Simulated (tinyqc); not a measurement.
Size effects in the resistivity of thin metal films and interconnect lines: one step, computed by the program tinyqc.

Electrons lose their drift at surfaces (a share 1 - p of the hits) and at grain boundaries (reflection R), besides bulk scattering. The line sits in a trench with a non-conducting liner on both walls and the bottom; the spacing equals the drawn width.

Problem. Resistance and delay. Total: rho = rho_b [1 + surface excess + grain excess]; resistance per length rho/(w_m h_m); capacitance per length C = 2 k eps_0 (aspect ratio + 1/2), a parallel-plate estimate for two neighbours plus a fixed term for the planes above and below; delay 0.38 R C L^2; effective resistivity per drawn area.

Inputs (values chosen for the exercise, modelled on cobalt):
```
quantity,value,unit
bulk resistivity rho_b,6.14,microohm cm
aspect ratio (height over width),1.7,-
line length,7.3,micrometre
permittivity of the dielectric k,3.7,-
```

Geometry: line.

rho/rho_b from surfaces = 1.966411

rho/rho_b from grains = 2.174894

metal width w_m = 8.2 nm

metal height h_m = 16.1 nm

share of the trench filled by metal = 77.65882 %

Constants: eps_0 = 8.8541878128e-12 F/m.

Give: resistivity rho; resistance per length; capacitance per length; RC delay; effective resistivity per drawn area.

Solution.

resistivity rho = 19.29 microohm cm

resistance per length = 1461 ohm/micrometre

capacitance per length = 0.1441 fF/micrometre

RC delay = 4.265 ps

effective resistivity per drawn area = 24.84 microohm cm

Of the factor 4.05 over bulk, scattering gives 3.14 and the liner 1.29; within scattering, grain boundaries outweigh surfaces (1.17 against 0.97, grains first).
